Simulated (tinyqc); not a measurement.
# Worked calculation: tunnelling through a gate dielectric, WKB transmission and Tsu-Esaki current

Program tinyqc, `OMP_NUM_THREADS=1 python tinyqc.py 2540004 2540005 out.jsonl`; Intel Xeon 2.30GHz, shared host, one thread, about 0.02 s. Printed values are rounded.

Electrons leave the emitter at x = 0. Energies E (motion across the layers) are in eV from the emitter Fermi level; the collector Fermi level lies at -V and offers states at every E. No charge in the dielectric and no image force: F1 = V/t1, U = phi1 - F1 x. With C = hbar^2/(2 m0), kappa = sqrt(m (U - E)/C) where U > E and 0 elsewhere; T(E) = exp(-S), S = 2 times the integral of kappa over x.

Inputs (values chosen for the exercise); dielectric values close to those of aluminium oxide: temperature T = 350 K; Fermi energy of the emitter above its band bottom Ef = 4.8 eV; emitter mass in the supply function me = 1 m0; barrier of layer 1 above the emitter Fermi level at zero bias phi1 = 2.63 eV; tunnelling mass of layer 1 m1 = 0.4 m0; thickness of layer 1 t1 = 2.4 nm; voltage across the dielectric V = 1.3 V; energy of the electron followed E = 0 eV; cells in each layer nc = 9; lower end of the energy grid Ea = -1.2 eV; upper end of the energy grid Eb = 0.33 eV; points of the energy grid nE = 9.

Constants: q = 1.602176634e-19 C, kB = 1.380649e-23 J/K, hbar = 1.054571817e-34 J s, m0 = 9.1093837015e-31 kg, Vt = kB T/q, hbar^2/(2 m0) = 0.0380998212 eV nm^2. Results are converted to the units shown.

## Fields and band edges

F1 = V/t1, U = phi1 - F1 x.

F1 = 5.41667 MV/cm
U at x = t1 = 1.33 eV

## WKB exponent by the midpoint rule

Cut each layer into nc equal cells, take U and kappa at the cell centres, and sum S = 2 sum kappa h.

```
cell,x (nm),U (eV),kappa (1/nm)
0,0.13333,2.55778,5.18203
1,0.40000,2.41333,5.03358
2,0.66667,2.26889,4.88062
3,0.93333,2.12444,4.72271
4,1.20000,1.98000,4.55933
5,1.46667,1.83556,4.38988
6,1.73333,1.69111,4.21361
7,2.00000,1.54667,4.02965
8,2.26667,1.40222,3.83687
```

S = 21.7857
T(E) = 3.45597e-10

## WKB exponent in closed form

Each layer adds (2/F) sqrt(m/C) [G(u at its left edge) - G(u at its right edge)] to S, with u = U - E (0 where negative) and G(u) = (2/3) u^1.5. The slope follows from 1/d = -dS/dE.

S = 21.7844
T(E) = 3.46047e-10
energy d over which T(E) grows by a factor e = 0.17842 eV

The midpoint rule gives S = 21.786, so its T(E) is 0.13 % below this value. The band edge stays above E through the whole stack: direct tunnelling through a trapezoid.

## Current density on a coarse energy grid

J = J0 times the integral of T(E) N(E) dE, N = ln[(1 + exp(-E/Vt))/(1 + exp((-E - V)/Vt))], J0 = q^2 me m0 kB T/(2 pi^2 hbar^3) (times 1e-4 for A/cm^2 per eV), by Simpson's rule on nE equally spaced points from Ea to Eb.

```
point,E (eV),T(E),N,T(E) N
0,-1.20000,9.46482e-13,39.7512,3.76238e-11
1,-1.00875,2.21828e-12,33.4458,7.41923e-11
2,-0.81750,5.34884e-12,27.1048,1.44979e-10
3,-0.62625,1.33104e-11,20.7638,2.76374e-10
4,-0.43500,3.43107e-11,14.4228,4.94855e-10
5,-0.24375,9.20357e-11,8.08203,7.43835e-10
6,-0.05250,2.58363e-10,1.90229,4.91480e-10
7,0.13875,7.64506e-10,0.00999804,7.64356e-12
8,0.33000,2.40718e-9,1.77095e-5,4.26298e-14
```

J0 = 4.88093e8 A/(cm^2 eV)
J = 0.208741 A/cm^2

The integrand peaks at E = -0.244 eV among these points. A converged quadrature from -Ef to above the barrier gives 0.2129 A/cm^2; this grid is 2.0 % below that.
